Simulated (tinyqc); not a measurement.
Mobility of a non-polar semiconductor in the relaxation-time approximation: one step, computed by the program tinyqc.

Each valley is treated as a sphere of mass m_d for states and rates, with one isotropic relaxation time; the conductivity mass m_c sets the current.

Task: Rates at a few energies. Parabolic band: E = hbar^2 k^2/(2 m), speed v = hbar k/m, states per spin, volume and energy g(E) = m k/(2 pi^2 hbar^2). Here m = m_d. Masses are multiplied by m_0 and all formulas are in SI units. Phonon occupation N_q = 1/(exp(hbar w/(k_B T)) - 1). Acoustic deformation potential (elastic, equipartition, absorption and emission together): 1/tau = 2 pi k_B T D_A^2 g(E)/(hbar rho v_l^2). Optical or intervalley deformation potential: 1/tau = (pi Z_f D_o^2/(rho w)) [N_q g(E + hbar w) + (N_q + 1) g(E - hbar w)], with g = 0 below the band edge. Each optical term is multiplied by (1 - f(E'))/(1 - f(E)), E' the final energy, for Pauli blocking. Singly charged impurities, momentum relaxation: 1/tau = N_I e^4 m (1 + 2 alpha E) Phi/(8 pi (eps_s eps_0)^2 hbar^3 k^3), with alpha = 0 for a parabolic band. Brooks-Herring: Phi = ln(1 + b) - b/(1 + b), b = 4 k^2 L_s^2. Alloy disorder: 1/tau = (2 pi/hbar) Omega x (1 - x) U^2 g(E), Omega = a^3/4 (other conventions for Omega rescale U).

Inputs (values chosen for the exercise, modelled on electrons in silicon):
```
quantity                                          value       unit
static permittivity eps_s                          11.7          -
density rho                                        2329     kg/m^3
sound velocity v_l                                 9010        m/s
acoustic deformation potential D_A                  9.6         eV
phonon energy hbar w                               61.6        meV
optical or intervalley deformation potential D_o    4.3  1e8 eV/cm
final valleys Z_f                                     5          -
temperature T                                       350          K
alloy fraction x                                   0.37          -
alloy potential U                                   1.4         eV
lattice constant a                                 5.49   angstrom
```

Band: parabolic. Impurity formula: Brooks-Herring. Further scattering: alloy.

reduced Fermi level eta = -12.41830

density-of-states mass m_d = 0.3217033 m_0

ionised impurity density N_I = 1.40e+14 1/cm^3

screening length L_s = 373.2234 nm

Constants: k_B = 8.617333262e-05 eV/K; k_B = 1.380649e-23 J/K; e = 1.602176634e-19 C; hbar = 1.054571817e-34 J s; m_0 = 9.1093837015e-31 kg; hbar = 6.582119569e-16 eV s; eps_0 = 8.8541878128e-12 F/m.

Give: Rates (1e12/s) at E = (max(eta, 0) + 0.5, 1, 2, 4) k_B T.

Result:

Rates (1e12/s) at E = (max(eta, 0) + 0.5, 1, 2, 4) k_B T:
```
E (meV)  acoustic  optical  ionised impurity  alloy
15.1        1.716    0.548           0.01913  13.77
30.2        2.427    0.599           0.00722  19.47
60.3        3.432    0.691           0.00272  27.54
120.6       4.854    4.549           0.00102  38.95
```
